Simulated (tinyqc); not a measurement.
Electron-beam lithography: double-Gaussian proximity function, edge placement and dose correction for parallel lines: one step, computed by the program tinyqc.

Lines are infinitely long. Absorbed energy is counted so that the middle of a very large area written at dose 1 receives 1; the resist develops where it exceeds 1/2.

Problem. Dose correction. Uncorrected edge energies are M 1. Solve M d = 1/2 for the doses d that put the mean edge energy of every line at the threshold.

M:
```
,1,2,3,4
1,0.2729288,0.1151185,0.0515408,0.0010546
2,0.0034598,0.4086026,0.0800119,0.0022269
3,0.0017979,0.0882500,0.3996395,0.0043216
4,0.0008340,0.0550981,0.1038092,0.2887091
```

Give: edge energies at dose 1; corrected doses; largest over smallest dose.

Solution.

edge energies at dose 1: 1 0.4406, 2 0.4943, 3 0.4940, 4 0.4485

corrected doses: 1 1.211, 2 1.009, 3 1.010, 4 1.173

largest over smallest dose = 1.200
